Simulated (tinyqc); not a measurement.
Dopant redistribution at a moving silicon-oxide interface during parabolic oxidation: one step, computed by the program tinyqc.

Uniformly doped silicon is oxidised with x_ox = sqrt(B t); the interface advances into the silicon by alpha x_ox, alpha = 0.44. The dopant does not move in the oxide, and at the interface C(silicon) = m C(oxide).

Question. Dose moved. Consumed silicon held alpha x_ox C_B; the oxide holds x_ox times the dopant concentration in the oxide; the difference is the excess in the silicon; 1 um = 1e-4 cm.

Inputs (values chosen for the exercise, modelled on boron in silicon under dry oxygen): bulk doping C_B = 8.4e+15 1/cm^3; temperature T = 1100 C.

oxide thickness = 0.3210090 um

concentration in the oxide = 1.235429e+16 1/cm^3

Give: dopant in the consumed silicon; dopant in the oxide; excess in the silicon.

Answer.

dopant in the consumed silicon = 1.1864e+11 1/cm^2

dopant in the oxide = 3.9658e+11 1/cm^2

excess in the silicon = -2.7794e+11 1/cm^2

Caution: parabolic growth needs an oxide much thicker than the Deal-Grove length A, which fails for thin films and low temperatures; oxidation-enhanced or retarded diffusion is ignored.
